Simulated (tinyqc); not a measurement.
Internal photoemission over an interface barrier: two steps of the calculation.

Electrons are excited from a metal over the barrier Phi(F) = P0 - sqrt(q F/(4 pi eps0 ei)), whose top lies at xm = sqrt(q/(16 pi eps0 ei F)). The yield is Y = A (hv - Phi)^p exp(-xm/l), with A = 1 here.

Parameters, values chosen for the exercise; dielectric values close to those of aluminium oxide: barrier at zero field P0 = 3.15 eV; image-force permittivity ei = 3.41; scattering length in the image well l = 2.8 nm; field in the dielectric F = 0.7 MV/cm.

Constants: q = 1.602176634e-19 C, h = 6.62607015e-34 J s, c = 299792458 m/s, eps0 = 8.8541878128e-14 F/cm where lengths are in cm. Results are converted to the units shown.

Task 1. Barrier in the field. Lowering P0 - Phi, barrier, position of its top, scattering factor and threshold wavelength.

Give: lowering; Phi; xm; exp(-xm/l); threshold wavelength h c/(q Phi).

Result 1.

lowering = 171.93 meV
Phi = 2.9781 eV
xm = 1.2281 nm
exp(-xm/l) = 0.64494
threshold wavelength h c/(q Phi) = 416.32 nm

Task 2. Threshold from a spectrum. The yields were made at this field. Fit Y^(1/n) on hv by least squares for n = 2 and n = 3; the zero of the line is the threshold.

hv, point 0 to 5 (eV): [3.13, 3.26, 3.39, 3.52, 3.65, 3.78]
Y, point 0 to 5: [0.01489, 0.05126, 0.1094, 0.1894, 0.2912, 0.4148]

Wanted: Y^(1/2); Y^(1/3); threshold for n = 2; threshold for n = 3.

Result 2.

Y^(1/2), point 0 to 5: [0.12202, 0.22641, 0.33076, 0.43520, 0.53963, 0.64405]
Y^(1/3), point 0 to 5: [0.24602, 0.37147, 0.47827, 0.57428, 0.66282, 0.74578]
threshold for n = 2 = 2.9781 eV
threshold for n = 3 = 2.7820 eV

Program tinyqc, `OMP_NUM_THREADS=1 python tinyqc.py 2410116 2410117 out.jsonl`; Intel Xeon 2.30GHz, shared host, one thread, about 0.01 s.
